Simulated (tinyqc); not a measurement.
Domain walls in a thin film with perpendicular anisotropy: Bloch, Neel and chiral walls, motion and stripe domains: one step, computed by the program tinyqc. Command: `OMP_NUM_THREADS=1 python tinyqc.py 3015766 3015767 out.jsonl mwall walk`. One thread of a shared host (Intel(R) Xeon(R) Processor @ 2.30GHz), about 0.01 s of CPU time with the checks.

One-dimensional wall: polar angle theta(x), azimuth phi of the moment in the wall (phi = 0 Neel, 90 degrees Bloch). mu_0 = 1.25663706212e-6 T m/A, gamma = 1.76085963023e11 rad/(s T).

Problem. Bloch or Neel. sigma(phi) = sigma_0 + 2 Delta K_D cos^2(phi) - pi D cos(phi), with the wall shape anisotropy K_D = N_x mu_0 M_s^2/2, N_x = t ln 2/(pi Delta). The minimum has cos(phi) = D/D_N for D < D_N = 4 Delta K_D/pi and phi = 0 beyond; sigma turns negative at D_c = (sigma_0 + 2 Delta K_D)/pi.

Inputs (values chosen for the exercise, for a model film): saturation magnetisation M_s = 1090 kA/m; DMI constant D = 0.2 mJ/m^2; thickness t = 2.6 nm.

width parameter Delta = 4.047619 nm

sigma_0 = 12.84706 mJ/m^2

Give: K_D; D_N; azimuth phi; wall energy sigma; D_c.

Solution.

K_D = 105.8 kJ/m^3

D_N = 0.5452 mJ/m^2

azimuth phi = 68.48 degrees

wall energy sigma = 12.73 mJ/m^2

D_c = 4.362 mJ/m^2

A mixed wall, between Bloch and Neel. D is 0.05 of D_c. Caution: the formula for N_x assumes a film much thinner than the wall width.
